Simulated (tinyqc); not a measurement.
Thermionic emission over a Gaussian spread of barriers: one step of the calculation.

Metal on an n-type semiconductor with one parabolic valley; V > 0 is forward bias (metal positive). Patches of barrier height b are spread as a Gaussian with mean phi - r2 V and variance sg^2 + r3 V; each carries A* T^2 exp(-b/Vt) [exp(V/Vt) - 1].

Problem. Apparent barrier, ideality and current. A* = 4 pi q me m0 kB^2/h^3 (times 1e-4 for A/(cm^2 K^2)). The mean of exp(-b/Vt) gives the apparent barrier phi_ap(V) = phi - r2 V - (sg^2 + r3 V)/(2 Vt), J = A* T^2 exp(-phi_ap/Vt) [exp(V/Vt) - 1], and 1/n = 1 + r2 + r3/(2 Vt).

Values chosen for this exercise; band and dielectric values close to those of gallium nitride: temperature T = 300 K; electron mass me = 0.197 m0; barrier height seen from the metal phi = 0.71 eV; standard deviation of the barrier heights sg = 0.044 eV; shift of the mean barrier per volt, with its sign reversed (rho2) r2 = -0.051; change of sg^2 per volt (rho3) r3 = -0.0011 V; bias V = 0.13 V.

Constants: q = 1.602176634e-19 C, kB = 1.380649e-23 J/K, h = 6.62607015e-34 J s, m0 = 9.1093837015e-31 kg, Vt = kB T/q. Results are converted to the units shown.

Wanted: A*; phi_ap(0); phi_ap(V); n; J.

Solution.

A* = 23.674 A/(cm^2 K^2)
phi_ap(0) = 0.67256 eV
phi_ap(V) = 0.68195 eV
n = 1.0779
J = 0.0011305 A/cm^2

Numbers from tinyqc (`OMP_NUM_THREADS=1 python tinyqc.py 2640073 2640074 out.jsonl`; about 0.01 s on one thread of a shared Intel Xeon 2.30GHz).
